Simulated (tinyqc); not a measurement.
Inside a calculation. Method: plane-wave Kohn-Sham cycle with exchange-only LDA in a layered model solid. One step of it, computed by the program tinyqc.

Task: Iteration 2: Hamiltonian at one k. H(m,m') = (k + G_m)^2/2 delta + V(G_m - G_m'), with V(-G) = V(G).

A solid whose potential varies along x alone (atomic units):
```
parameter                      value
period a                    6.600000
cross-section of the cell  19.000000
electrons per cell                 2
grid points                       16
plane waves -n..n, n               3
k points                           2
V1 in V1 cos(2 pi x/a)     -0.680000
V2 in V2 cos(4 pi x/a)      0.020000
```

V(G_m), m = 0, 1, 2, ... (hartree): -0.240642  -0.290836  0.009531  0.000261  0.000198  0.000005  -0.000007

k = 0.250000 2 pi / a

Give: H.

Result:

H (hartree), lower triangle:
```
        -3      -2      -1      +0      +1      +2     +3
-3   3.186
-2  -0.291   1.147
-1   0.010  -0.291   0.014
+0   0.000   0.010  -0.291  -0.212
+1   0.000   0.000   0.010  -0.291   0.467
+2   0.000   0.000   0.000   0.010  -0.291   2.053
+3   0.000   0.000   0.000   0.000   0.010  -0.291  4.546
```
